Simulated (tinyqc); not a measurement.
Three-band tight binding of a dichalcogenide monolayer: one step. Closed forms at K and Gamma.

Parameters, chosen for this exercise (near a published set for monolayer WSe2; the results hold for these values, not for the real material):
- e1 = 0.953 eV (level of dz2)
- e2 = 2.161 eV (level of dxy and dx2-y2)
- t0 = -0.209 eV (hopping)
- t11 = 0.268 eV (hopping)
- t12 = 0.323 eV (hopping)
- t22 = 0.033 eV (hopping)
- lam = 0.224 eV (spin-orbit constant)

Problem. Three-band model of dz2 (level e1) and dxy, dx2-y2 (level e2), spin sz = +/-1; t1 and t2 drop out at these points. At K: e2 - (3/2)(t11 + t22) - 3 sqrt3 t12 + lam sz (valence), e1 - 3 t0 (conduction), e2 - (3/2)(t11 + t22) + 3 sqrt3 t12 - lam sz. At Gamma: e1 + 6 t0 (valence) and e2 + 3 (t11 + t22) -/+ lam.

Give: a table of point, band 1, band 2, band 3; smallest direct gap at K; Ev(K) - Ev(Gamma).

Solution.

Levels (eV):

| point | band 1 | band 2 | band 3 |
|---|---|---|---|
| K, spin up | 0.2551 | 1.5800 | 3.1639 |
| K, spin down | -0.1929 | 1.5800 | 3.6119 |
| Gamma | -0.3010 | 2.8400 | 3.2880 |

smallest direct gap at K = 1.3249 eV
Ev(K) - Ev(Gamma) = 0.5561 eV

Of the two points, the valence band is higher at K, by 556 meV. The dz2 conduction state at K has no atomic orbital angular momentum (Lz = 0) and is not split at this order.

Computed by tinyqc, a small Python program: `OMP_NUM_THREADS=1 python tinyqc.py 1482332 1482333 out.jsonl` (the numbers bound the seed that draws the inputs); one thread of a shared host (Intel(R) Xeon(R) Processor @ 2.30GHz), about 0.01 s for the whole set of steps.
